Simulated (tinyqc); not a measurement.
Strained alloy layer of GaSb and GaAs on (001) InP, model-solid band line-up: one step of the calculation.

The layer is x parts of the first compound and 1 - x of the second, grown coherently on the third as substrate and barrier. Rows of the table: lattice constant a, average valence level Ea on an absolute scale, spin-orbit splitting so, gaps at Gamma, X and L, hydrostatic deformation potentials av and ac (Gamma), shear potential b, elastic constants, electron and heavy-hole (along z) masses. All are interpolated linearly in x; gaps get -C x (1 - x), taken wholly in the conduction band; real line-ups can differ from this model by 0.1 eV or more.

Problem. Critical thickness. In-plane strain e = (a_substrate - a)/a. Matthews-Blakeslee for 60-degree dislocations in a single layer: hc = k (ln(hc/bv) + 1), k = bv (1 - nu/4)/(4 pi |e| (1 + nu)), nu = c12/(c11 + c12), bv = a/sqrt(2); the larger root.

Parameters, values chosen for the exercise:
- x = 0.63 (fraction of the first compound in the layer)
- CG = 1.43 eV (bowing of the Gamma gap)
- CX = 1.2 eV (bowing of the X gap)
- CL = 1.2 eV (bowing of the L gap)
- Lw = 5.4 nm (layer thickness)

Binary compounds, values chosen for the exercise:

|  | close to GaSb | close to GaAs | close to InP |
|---|---|---|---|
| a (angstrom) | 6.096 | 5.653 | 5.869 |
| Ea (eV) | -6.25 | -6.92 | -7.04 |
| so (eV) | 0.758 | 0.34 | 0.11 |
| EG (eV) | 0.724 | 1.45 | 1.34 |
| EX (eV) | 1.04 | 1.91 | 2.18 |
| EL (eV) | 0.81 | 1.73 | 1.92 |
| av (eV) | 0.78 | 1.18 | 1.27 |
| ac (eV) | -6.81 | -7.2 | -5.03 |
| b (eV) | -2 | -1.72 | -1.7 |
| c11 (GPa) | 88.5 | 119 | 101 |
| c12 (GPa) | 39.8 | 54.1 | 56.8 |
| me (m0) | 0.0393 | 0.0666 | 0.0807 |
| mh (m0) | 0.248 | 0.347 | 0.538 |

Give: nu; bv; hc.

Solution.

nu = 0.31124
bv = 0.41946 nm
hc = 8.9669 nm

The layer, Lw = 5.4 nm, is thinner than hc, so it stays coherent by this criterion.

Program tinyqc, `OMP_NUM_THREADS=1 python tinyqc.py 2690058 2690059 out.jsonl`; Intel Xeon 2.30GHz, shared host, one thread, about 0.01 s.
